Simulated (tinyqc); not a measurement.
Chemically amplified photoresist: aerial image, acid generation, bake, development and line width: one step, computed by the program tinyqc.

Lines and spaces of pitch p with a two-beam-like image; x = 0 is the middle of the bright space. The resist is positive and treated as uniform in depth.

Question. Space width and dose latitude. Dose E(x) = E [1 + c cos(2 pi x/p)]; acid h = 1 - exp(-C E(x)). Bake: the acid image is blurred by a Gaussian of variance sigma^2 = 2 D t (each Fourier term k of h, taken on 64 points, is multiplied by exp(-4 pi^2 k^2 D t/p^2)). The quencher then removes q, h_eff = max(h_blurred - q, 0); protection m = exp(-k_amp t h_eff). Mack rate r = r_max (a + 1)(1 - m)^n/(a + (1 - m)^n) + r_min, a = ((n + 1)/(n - 1))(1 - m_th)^n. Edge: vertical development clears the film where r t_d >= d; the space width is twice the x where r = d/t_d. Dose sensitivity = d ln(width)/d ln E from widths at 1.005 E and E/1.005; image log-slope at the edge = |d ln E/dx|, normalised by the width (NILS); latitude for 10 % of width = 10 %/sensitivity.

Inputs (values chosen for the exercise, for a model resist at 13.5 nm): pitch p = 38 nm; image contrast c = 0.54; mean dose E = 19 mJ/cm^2; Dill parameter C = 0.02 cm^2/mJ; quencher load q, relative to the acid generator = 0.11; acid diffusivity D = 0.053 nm^2/s; bake time t = 45 s; amplification rate k_amp = 0.023 1/s; threshold protection m_th = 0.45; development selectivity n = 5; largest rate r_max = 630 nm/s; smallest rate r_min = 0.024 nm/s; resist thickness d = 41 nm; development time t_d = 30 s.

Give: space width; dose sensitivity; NILS; dose latitude.

Answer.

space width = 21.03 nm

dose sensitivity = 1.046

NILS = 2.035

dose latitude = 9.560 %

At the same width a resist without blur would give a sensitivity 2/NILS = 0.983; the blur multiplies it by 1.06. Caution: lateral development, standing waves and the joint diffusion of acid and quencher are left out, so widths are indicative.
